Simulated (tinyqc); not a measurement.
Fully depleted semiconductor-on-insulator film with two gates, non-linear Poisson equation by Newton steps: one step of the calculation.

One dimension across the film, front interface at x = 0, back interface at x = ts. psi is counted from the intrinsic level, n = ni exp(psi/Vt) (source grounded), holes neglected, acceptors ionised. Gates act through Cox = eps0 eox/tox and Cbox = 3.9 eps0/tb with potentials G1 = Vg - (phiM - chi - Vt ln(Nc/ni)) and G2 = Vb - (phiB - chi - Vt ln(Nc/ni)). Classical Boltzmann densities, no interface charge, no depletion in the back plane.

Question. Electron sheet density, centroid and oxide fields. n_i = ni exp(psi_i/Vt); N_inv = sum w_i n_i with w = ts/11, halved at the ends; centroid sum w n x/N_inv; fields (G1 - psi_0)/tox and (G2 - psi_11)/tb.

Inputs (values chosen for the exercise); band and dielectric values close to those of silicon:
```
symbol,value,unit,meaning
T,300,K,temperature
tox,1.3,nm,insulator thickness
ts,8.5,nm,film thickness
tb,12,nm,buried-oxide thickness (eps_r 3.9)
```

Constants: q = 1.602176634e-19 C, kB = 1.380649e-23 J/K, Vt = kB T/q. Results are converted to the units shown.

converged psi, node 0 to 11 (V): 0.46520181  0.46835027  0.47199656  0.47621594  0.48110986  0.48681870  0.49354361  0.50158619  0.51142695  0.52389846  0.54063121  0.56550326
ni = 7.2929869e9 cm^-3
G1 = 0.45042384 V
G2 = 2.2204238 V

Wanted: n; N_inv; centroid; field in the front oxide; field in the buried oxide.

Answer.

n, node 0 to 11 (cm^-3): 4.7638e17  5.3808e17  6.1958e17  7.2943e17  8.8145e17  1.0993e18  1.4258e18  1.9462e18  2.8477e18  4.6133e18  8.8127e18  2.3064e19
N_inv = 2.7265e12 cm^-2
centroid = 6.8865 nm
field in the front oxide = -0.11368 MV/cm
field in the buried oxide = 1.3791 MV/cm

The centroid lies at 0.81 of the film, near the back interface.

Computed by the program tinyqc: `OMP_NUM_THREADS=1 python tinyqc.py 2190164 2190165 out.jsonl`, one thread of a shared Intel Xeon 2.30GHz, about 0.4 s for the whole run.
